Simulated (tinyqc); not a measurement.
Contact resistivity and sheet resistance from two contact lengths.

Inverse problem. Rc = [sqrt(rc Rsh)/Wc] coth(Lc/(2 LT)), LT = sqrt(rc/Rsh), Wc = 48 nm; the second contact is twice as long as the first. Find LT, rc and Rsh.

Rc for Lc = 10 and 20 nm (ohm): 505.197515  260.330882

Answer. With t = tanh(Lc/(2 LT)) for the shorter contact, the resistance of the longer over that of the shorter is (1 + t^2)/2. Then sqrt(rc Rsh) = Rc t Wc, and rc and Rsh follow by multiplying and dividing by LT.

LT = 28.28 nm
rc = 1.200e-9 ohm cm^2
Rsh = 150.0 ohm

Numbers from tinyqc (`OMP_NUM_THREADS=1 python tinyqc.py 2170077 2170078 out.jsonl`; about 0.03 s on one thread of a shared Intel Xeon 2.30GHz).
